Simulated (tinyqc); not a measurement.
Threshold-voltage variability of a planar MOSFET, analytic estimates: a gate of 2 grains.

Three independent sources add in quadrature: random dopants in the depleted layer, metal-gate grains of two orientations, and roughness of the two gate edges acting through the roll-off VT = VT(long) - Vr exp(-L/l). These are first-order estimates: no three-dimensional electrostatics, no percolation.

Each of 2 equal grains has the higher work function with probability p; the threshold shift is dW (j/2 - p) for j such grains, and the off current changes by exp(-shift/(n Vt)).

Inputs (values chosen for the exercise); material values close to those of germanium:
- T = 300 K (temperature)
- dW = 0.1 eV (work-function difference of the two grain orientations)
- p = 0.6 (share of the orientation of higher work function)
- n = 1.4 (subthreshold factor)

Constants: q = 1.602176634e-19 C, kB = 1.380649e-23 J/K, Vt = kB T/q. Results are converted to the units shown.

Distribution:
```
j  probability  shift (mV)  Ioff factor  probability x factor
0       0.1600      -60.00        5.248                0.8396
1       0.4800      -10.00        1.318                0.6328
2       0.3600       40.00       0.3311                0.1192
```

What does the table show?

The standard deviation is dW sqrt(p (1 - p)/2) = 34.6 mV. The mean off current is 1.59 times the nominal one; the log-normal formula exp(s^2/(2 (n Vt)^2)) gives 1.58. Devices with j = 0, 16 % of all, carry 53 % of the mean leakage.

tinyqc, about 0.01 s, one thread, Intel Xeon 2.30GHz (shared host): `OMP_NUM_THREADS=1 python tinyqc.py 2090132 2090133 out.jsonl`
